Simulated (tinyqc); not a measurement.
Size effects in the resistivity of thin metal films and interconnect lines: one step, computed by the program tinyqc. Command: `OMP_NUM_THREADS=1 python tinyqc.py 3026405 3026406 out.jsonl size walk`. One thread of a shared host (Intel(R) Xeon(R) Processor @ 2.30GHz), about 0.01 s of CPU time with the checks.

Electrons lose their drift at surfaces (a share 1 - p of the hits) and at grain boundaries (reflection R), besides bulk scattering. The line sits in a trench with a non-conducting liner on both walls and the bottom; the spacing equals the drawn width.

Question. Resistance and delay. Total: rho = rho_b [1 + surface excess + grain excess]; resistance per length rho/(w_m h_m); capacitance per length C = 2 k eps_0 (aspect ratio + 1/2), a parallel-plate estimate for two neighbours plus a fixed term for the planes above and below; delay 0.38 R C L^2; effective resistivity per drawn area.

Inputs (values chosen for the exercise, modelled on silver):
```
quantity                          value         unit
bulk resistivity rho_b             1.56  microohm cm
aspect ratio (height over width)    2.5            -
line length                          38   micrometre
permittivity of the dielectric k    2.3            -
```

Geometry: line.

rho/rho_b from surfaces = 5.264218

rho/rho_b from grains = 12.44047

metal width w_m = 4.4 nm

metal height h_m = 21 nm

share of the trench filled by metal = 41.82888 %

Constants: eps_0 = 8.8541878128e-12 F/m.

Give: resistivity rho; resistance per length; capacitance per length; RC delay; effective resistivity per drawn area.

Answer.

resistivity rho = 26.06 microohm cm

resistance per length = 2820 ohm/micrometre

capacitance per length = 0.1222 fF/micrometre

RC delay = 189.1 ps

effective resistivity per drawn area = 62.30 microohm cm

Of the factor 39.94 over bulk, scattering gives 16.70 and the liner 2.39; within scattering, grain boundaries outweigh surfaces (11.44 against 4.26, grains first). Caution: for lines much narrower than lambda adding the two film terms and the grain term underestimates the resistivity.
